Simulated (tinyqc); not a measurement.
Energy and lattice constant: complex band structure along [001] in sp3s* tight binding.

For k = (0, 0, kz) the phase sums are g0 = cos(phi) and g3 = i sin(phi), phi = kz a/4, and the s, pz, s* orbitals of anion (a) and cation (c) decouple from px, py. With z = exp(i phi), H(z) = H0 + z T + T^T/z for any complex z. H0 is diagonal (Esa, Epa, Exa, Esc, Epc, Exc). The anion-cation block is B(z) = z U + W/z and the cation-anion block z W^T + U^T/z, where U has Vss/2 (s,s), Vsapc/2 (s,z), -Vscpa/2 (z,s), Vxx/2 (z,z), Vxapc/2 (s*,z), -Vpaxc/2 (z,s*), and W has the same values with the s-z and s*-z signs reversed. |z| = 1 is a band state, |z| < 1 decays along [001] as exp(-kappa d) over a distance d, kappa = -(4/a) ln|z|. No spin-orbit coupling.

Values chosen for the exercise (out of a larger set: near a published set for InP, fitted to gaps, whose masses and valley positions are rough (light masses up to twice too heavy); not measured data): p = (-8.607, 0.872, -1.47, 4.028, 8.238, 7.01, -5.42, 1.883, 4.236, 2.253, 5.575, 3.448, 4.48) eV (order Esa, Epa, Esc, Epc, Exa, Exc, Vss, Vxx, Vxy, Vsapc, Vscpa, Vxapc, Vpaxc); a = 5.865 angstrom (lattice constant); dE = 0.81 eV (E - Ev).

The slowest root of the s-pz block and the heavy-hole branch, sinh^2(kappa a/4) = ((E - Epa)(E - Epc) - Vxx^2)/(Vxx^2 - Vxy^2), at E = Ev + dE with Ev the lower root of [[Epa, Vxx], [Vxx, Epc]]; the couplings are kept when a changes.

Results for these values:
```
case  slowest kappa (1/angstrom)  heavy-hole kappa (1/angstrom)
base                      0.1020                         0.3162
```

What happens to each result for a = 6.041 angstrom, all else kept?

Answer: slowest kappa falls from 0.1020 to 0.0990; heavy-hole kappa falls from 0.3162 to 0.3070.

The same for each parameter in turn:
```
case                slowest kappa (1/angstrom)  heavy-hole kappa (1/angstrom)
base                                    0.1020                         0.3162
dE = 0.78 eV                            0.1021                         0.3118
a = 6.041 angstrom                      0.0990                         0.3070
```

With the couplings fixed, kappa a stays, so kappa scales as 1/a.

Run: tinyqc, `OMP_NUM_THREADS=1 python tinyqc.py 1452036 1452037 out.jsonl`; Intel(R) Xeon(R) Processor @ 2.30GHz, one thread, shared host; about 0.01 s of CPU time with all checks.
